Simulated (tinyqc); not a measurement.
Inside a calculation. Model: threshold-voltage variability of a planar MOSFET, analytic estimates.

Numbers from tinyqc (`OMP_NUM_THREADS=1 python tinyqc.py 2090089 2090090 out.jsonl`; about 0.01 s on one thread of a shared Intel Xeon 2.30GHz). Printed values are rounded.

Three independent sources add in quadrature: random dopants in the depleted layer, metal-gate grains of two orientations, and roughness of the two gate edges acting through the roll-off VT = VT(long) - Vr exp(-L/l). These are first-order estimates: no three-dimensional electrostatics, no percolation.

Values chosen for this exercise; material values close to those of germanium: temperature T = 300 K; band gap Eg = 0.649 eV; relative permittivity of the semiconductor eps_r = 15.9; conduction-band density of states at T Nc = 1.02e19 cm^-3; valence-band density of states at T Nv = 6.03e18 cm^-3; channel doping Na = 3.5e17 cm^-3; oxide-equivalent thickness in inversion ti = 1.8 nm; gate length L = 90 nm; gate width W = 240 nm; metal grain size G = 4 nm; work-function difference of the two grain orientations dW = 0.3 eV; share of the orientation of higher work function p = 0.4; rms roughness of one gate edge De = 1.6 nm; correlation length of the roughness La = 30 nm; decay length of the threshold roll-off l = 16 nm; prefactor of the roll-off Vr = 1.7 V; subthreshold factor n = 1.48; gm/I of a matched pair gI = 15 1/V; spread of the gain factor of one device sb = 2.8 %; number of cells Nb = 268435456; wanted yield Y = 0.99.

Constants: q = 1.602176634e-19 C, kB = 1.380649e-23 J/K, Vt = kB T/q, eps0 = 8.8541878128e-14 F/cm where lengths are in cm. Results are converted to the units shown.

## Random dopants

ni = sqrt(Nc Nv) exp(-Eg/(2 Vt)), Eg in volts; Cox = 3.9 eps0/ti; Wd = sqrt(4 eps0 eps_r Vt ln(Na/ni)/(q Na)); dopants: s1 = (q/Cox) sqrt(Na Wd/(3 L W)). The slope A1 = s1 sqrt(L W); mean number of dopants Na L W Wd.

Cox = 1.918407 uF/cm^2
Wd = 49.51216 nm
mean number of dopants = 374.3119
A1 = 0.6347444 mV um
s1 = 4.318889 mV

Counting alone, 1/sqrt(N) of the depletion voltage q Na Wd/Cox = 145 mV, would give sqrt(3) times more: dopants deep in the layer act less on the surface.

## Metal grains and edge roughness

Grains: Ng = L W/G^2 (at least 1), s2 = dW sqrt(p (1 - p)/Ng). Edges, with exponential correlation and u = W/La: the mean gate length has sL^2 = 2 De^2 (2/u)[1 - (1 - exp(-u))/u]; s3 = sL (Vr/l) exp(-L/l).

Ng = 1350
s2 = 4 mV
sL = 1.058326 nm
dVT/dL = 0.3831973 mV/nm
s3 = 0.4055477 mV

## Total spread, mismatch and leakage

s = sqrt(s1^2 + s2^2 + s3^2). For a pair: s(dVT) = sqrt(2) s; current mismatch sqrt(2) sqrt((gI s)^2 + sb^2); input offset = current mismatch/gI. For a Gaussian VT the off current is log-normal with mean/median = exp(s^2/(2 (n Vt)^2)).

s = 5.900616 mV
s(dVT) = 8.344731 mV
current mismatch = 13.12851 %
input offset = 8.752338 mV
mean/median of Ioff = 1.011963

The dopants give 53.6 % of the variance; without them s would be 4.02 mV.

## Iteration 1: margin in standard deviations for the wanted yield

k at the start = 3

Cells fail independently with probability Q(k) = erfc(k/sqrt(2))/2 when the margin is k standard deviations, and Y = exp(-Nb Q(k)). phi = exp(-k^2/2)/sqrt(2 pi). Newton steps on ln Q(k) = ln(-ln(Y)/Nb): k(new) = k + [ln Q - ln(-ln(Y)/Nb)] Q/phi.

Q(k) = 0.001349898
phi = 0.004431848
k after iteration 1 = 8.300037

## Iteration 2: margin in standard deviations for the wanted yield

As before.

Q(k) = 5.203953e-17
phi = 4.380297e-16
k after iteration 2 = 6.697820

## Course of the iteration: margin in standard deviations for the wanted yield

Stop when k changes by less than 1e-9, or after 30 iterations.

Course of the iteration:

| iteration | k | \|change\| |
|---|---|---|
| 1 | 8.300037 | 5.30 |
| 2 | 6.697820 | 1.60 |
| 3 | 6.513053 | 0.185 |
| 4 | 6.510541 | 2.51e-3 |
| 5 | 6.510541 | 4.64e-7 |
| 6 | 6.510541 | < 1e-12 |

Converged in 6 iterations. At the end the number of correct digits about doubles with each step. With s(dVT) = 8.34 mV, 6.51 standard deviations are 54.3 mV.
